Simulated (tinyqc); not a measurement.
# Polycrystalline film, grain-boundary barriers (Seto model): what changes with what

One-dimensional grains of size Lg with donors N; each boundary has Qt acceptor-like traps per area at one level Et below the band edge. Trapped electrons qt deplete a width w = qt/N (both sides together) and raise a barrier Vb = q N w^2/(8 eps0 eps_r). Current crosses the barriers by thermionic emission at small bias. Abrupt depletion, full ionisation, Boltzmann statistics.

Parameters, values chosen for the exercise; values close to those of polycrystalline silicon:

| symbol | value | unit | meaning |
|---|---|---|---|
| T | 300 | K | temperature |
| eps_r | 11.7 |  | relative permittivity of the semiconductor |
| Lg | 20 | nm | grain size |
| Qt | 2.6e12 | cm^-2 | trap density at a boundary |
| N | 6.2e18 | cm^-3 | donor density |
| mg | 130 | cm^2/(V s) | mobility inside a grain |
| vc | 3.9e6 | cm/s | collection velocity at the barrier |
| Nc | 2.8e19 | cm^-3 | conduction-band density of states at T |
| Et | 0.55 | eV | trap level below the band edge |

Constants: q = 1.602176634e-19 C, kB = 1.380649e-23 J/K, Vt = kB T/q, eps0 = 8.8541878128e-14 F/cm where lengths are in cm. Results are converted to the units shown.

Each table varies one quantity; the others keep the values above.

## Effect of the donor density

Partly depleted grains: the density at the grain centre is n0 = N and qt = Qt/(1 + 2 (Nc/N) exp((Vb - Et)/Vt)). If that gives qt >= N Lg, the grains are fully depleted: qt = N Lg, w = Lg and n0 = 2 Nc exp((Vb - Et)/Vt)/(Qt/(N Lg) - 1). Resistivity: barriers rb = Vt exp(Vb/Vt)/(q n0 vc Lg), grain interior rg = (1 - w/Lg)/(q mg N); effective mobility 1/(q N (rb + rg)).

Effect of the donor density:

| N (cm^-3) | w/Lg | Vb (V) | n0 (cm^-3) | resistivity (ohm cm) |
|---|---|---|---|---|
| 6.5e16 | 1.000 | 0.005026 | 2.062e9 | 1.219e7 |
| 1.3e17 | 1.000 | 0.01005 | 5.287e9 | 5.772e6 |
| 2.7e17 | 1.000 | 0.02088 | 1.896e10 | 2.447e6 |
| 5.5e17 | 1.000 | 0.04253 | 1.226e11 | 8.746e5 |
| 1.1e18 | 1.000 | 0.08506 | 4.764e12 | 1.166e5 |
| 2.3e18 | 0.5652 | 0.05682 | 2.300e18 | 0.09008 |
| 4.6e18 | 0.2826 | 0.02841 | 4.600e18 | 0.02098 |
| 9.4e18 | 0.1383 | 0.01390 | 9.400e18 | 0.008169 |
| 1.9e19 | 0.06842 | 0.006878 | 1.900e19 | 0.003775 |
| 3.9e19 | 0.03333 | 0.003351 | 3.900e19 | 0.001794 |

Read the table: what changes, and by how much?

As N goes from 6.5e16 to 3.9e19 cm^-3, the barrier goes from 0.00503 through a maximum of 0.0851 (at N = 1.1e18 cm^-3 among the rows listed) to 0.00335 V and the resistivity falls from 1.22e7 to 0.00179 ohm cm. The grains are fully depleted in 5 of the 10 rows. The steepest fall, as N^(-19.1), lies between 1.1e18 and 2.3e18 cm^-3; N* = 1.30e18 cm^-3. The barrier grows with N while the grains are depleted and shrinks once they are not, hence the maximum. At N = 6.5e16, 1.3e17, 2.7e17, 5.5e17, 4.6e18, 9.4e18, 1.9e19, 3.9e19 cm^-3 the barrier is under 2 Vt, where the depletion and emission pictures are rough. For N = 9.4e18 to 3.9e19 cm^-3 N passes 0.3 Nc, where degeneracy and tunnelling through the thin barriers matter.

## Effect of the trap density at a boundary

Same model as above.

The same in every row: n0 (cm^-3) = 6.200e18.

Results:

| Qt (cm^-2) | w/Lg | Vb (V) | resistivity (ohm cm) |
|---|---|---|---|
| 4.3e11 | 0.03468 | 5.765e-4 | 0.01089 |
| 9.4e11 | 0.07581 | 0.002755 | 0.01087 |
| 1.4e12 | 0.1129 | 0.006112 | 0.01110 |
| 2e12 | 0.1613 | 0.01247 | 0.01190 |
| 3e12 | 0.2419 | 0.02806 | 0.01575 |
| 4.4e12 | 0.3548 | 0.06037 | 0.03946 |
| 6.5e12 | 0.5242 | 0.1317 | 0.5487 |

Estimate the missing row, Qt = 6.4e11 cm^-2.

Computed row:

| Qt (cm^-2) | w/Lg | Vb (V) | resistivity (ohm cm) |
|---|---|---|---|
| 6.4e11 | 0.05161 | 0.001277 | 0.01085 |

With this row back in the table: As Qt goes from 4.3e11 to 6.5e12 cm^-2, the barrier rises from 5.77e-4 to 0.132 V and the resistivity goes from 0.0109 through a minimum of 0.0108 (at Qt = 6.4e11 cm^-2 among the rows listed) to 0.549 ohm cm. The grains are fully depleted in 0 of the 8 rows. For Qt = 4.3e11 to 3e12 cm^-2 the barrier is under 2 Vt, where the depletion and emission pictures are rough.

Computed by the program tinyqc: `OMP_NUM_THREADS=1 python tinyqc.py 2610104 2610105 out.jsonl`, one thread of a shared Intel Xeon 2.30GHz, about 0.01 s for the whole run.
